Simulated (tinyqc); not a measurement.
Vacuum evaporation: vapour pressure, source flux, thickness distribution, purity and step coverage. Inputs raised by 10 %, one at a time. Computed by tinyqc, a small Python program. Command: `OMP_NUM_THREADS=1 python tinyqc.py 3111405 3111406 out.jsonl evap sens`. One thread of a shared host (Intel(R) Xeon(R) Processor @ 2.30GHz), about 0.03 s of CPU time with the checks.

Molecular flow, unit sticking of the metal, no re-evaporation. The background gas is taken as water vapour (18.015 g/mol, collision diameter 0.37 nm) at 300 K.

Inputs (values chosen for the exercise, modelled on titanium, with constants for the liquid):

| quantity | value | unit |
|---|---|---|
| molar mass M | 47.87 | g/mol |
| film density rho | 4.51 | g/cm^3 |
| vapour-pressure constant A | 11.37 | - |
| vapour-pressure constant B | 22740 | K |
| source temperature T | 2080 | K |
| source area | 0.18 | cm^2 |
| directionality n | 2 | - |
| source-to-wafer distance h | 47 | cm |
| wafer radius R | 2.5 | cm |
| source offset from the axis s/h | 0.82 | - |
| background pressure p | 9e-05 | Pa |
| sticking of background gas | 0.8 | - |

Constants: u = 1.6605390666e-27 kg; k_B = 1.380649e-23 J/K; R = 8.314462618 J/(mol K).

Method:
- log10(p_v/Pa) = A - B/T; flux from the surface Phi = p_v/sqrt(2 pi m k_B T), m = M u.
- Mass loss = Phi x area x m; heat of evaporation = ln(10) R B; d ln Phi/dT = ln(10) B/T^2 - 1/(2 T).
- A small source emits (n + 1) Phi area cos^n(phi)/(2 pi) per solid angle; on a parallel plane at height h and lateral distance l the arrival rate is (n + 1) Phi area/(2 pi h^2) x (1 + (l/h)^2)^(-(n + 3)/2). Growth rate = arrival rate x m/rho, m = M u. The wafer is fixed and centred above the source.
- Rotating wafer, source offset by s and facing upwards: thickness at radius r is the mean over the angle a of (1 + (r^2 + s^2 - 2 r s cos a)/h^2)^(-(n + 3)/2), by 360 equal steps; non-uniformity (max - min)/(max + min) over 21 radii from 0 to R.
- Mean free path lambda = k_B T_g/(sqrt2 pi d^2 p); unscattered share exp(-h/lambda); gas arrival p/sqrt(2 pi m_g k_B T_g); impurity ratio = sticking x gas arrival/metal arrival; monolayer time = 1e15 cm^-2/(sticking x gas arrival).

Runs:

| input moved | from | to | non-uniformity (max - min)/(max + min) (%) | share of the material that lands on the wafer, 1 - (1 + (R/h)^2)^(-(n + 1)/2) (%) | impurity ratio | non-uniformity, rotating (%) |
|---|---|---|---|---|---|---|
| base run | - | - | 0.35317 | 0.42290 | 2.902 | 0.08565 |
| source temperature T (K) | 2080 | 2288 | 0.35317 | 0.42290 | 0.309 | 0.08565 |
| source area (cm^2) | 0.18 | 0.198 | 0.35317 | 0.42290 | 2.638 | 0.08565 |
| source-to-wafer distance h (cm) | 47 | 51.7 | 0.29194 | 0.34972 | 3.511 | 0.07085 |
| directionality n | 2 | 2.2 | 0.36729 | 0.45103 | 2.721 | 0.09789 |
| background pressure p (Pa) | 9e-05 | 9.9e-05 | 0.35317 | 0.42290 | 3.192 | 0.08565 |
| vapour-pressure constant B (K) | 22740 | 25014 | 0.35317 | 0.42290 | 35.972 | 0.08565 |
| source offset from the axis s/h | 0.82 | 0.902 | 0.35317 | 0.42290 | 2.902 | 0.11077 |

Exponents ln(y'/y) / ln(x'/x):

| input | non-uniformity (max - min)/(max + min) | share of the material that lands on the wafer, 1 - (1 + (R/h)^2)^(-(n + 1)/2) | impurity ratio | non-uniformity, rotating |
|---|---|---|---|---|
| source temperature T | 0.000 | 0.000 | -23.511 | 0.000 |
| source area | 0.000 | 0.000 | -1.000 | 0.000 |
| source-to-wafer distance h | -1.997 | -1.994 | 2.000 | -1.990 |
| directionality n | 0.412 | 0.676 | -0.677 | 1.401 |
| background pressure p | 0.000 | 0.000 | 1.000 | 0.000 |
| vapour-pressure constant B | 0.000 | 0.000 | 26.412 | 0.000 |
| source offset from the axis s/h | 0.000 | 0.000 | 0.000 | 2.698 |

To which inputs is each result most sensitive?

Among the inputs moved here: non-uniformity (max - min)/(max + min) answers most in size to source-to-wafer distance h (exponent -1.997), next to directionality n (+0.412); its exponent is below 0.0005 for source temperature T, source area, background pressure p, vapour-pressure constant B, source offset from the axis s/h. Its exponent -1.997 in source-to-wafer distance h: the fall-off goes as (R/h)^2. share of the material that lands on the wafer, 1 - (1 + (R/h)^2)^(-(n + 1)/2) answers most in size to source-to-wafer distance h (exponent -1.994), next to directionality n (+0.676); its exponent is below 0.0005 for source temperature T, source area, background pressure p, vapour-pressure constant B, source offset from the axis s/h. Impurity ratio answers most in size to vapour-pressure constant B (exponent +26.412), next to source temperature T (-23.511); its exponent is below 0.0005 for source offset from the axis s/h. Its exponent +2.000 in source-to-wafer distance h: the metal flux falls as 1/h^2. non-uniformity, rotating answers most in size to source offset from the axis s/h (exponent +2.698), next to source-to-wafer distance h (-1.990); its exponent is below 0.0005 for source temperature T, source area, background pressure p, vapour-pressure constant B.

Caution (rows base run, source area, source-to-wafer distance h, directionality n, background pressure p, vapour-pressure constant B, source offset from the axis s/h): more gas than metal sticks, so a compound rather than a metal film would grow.
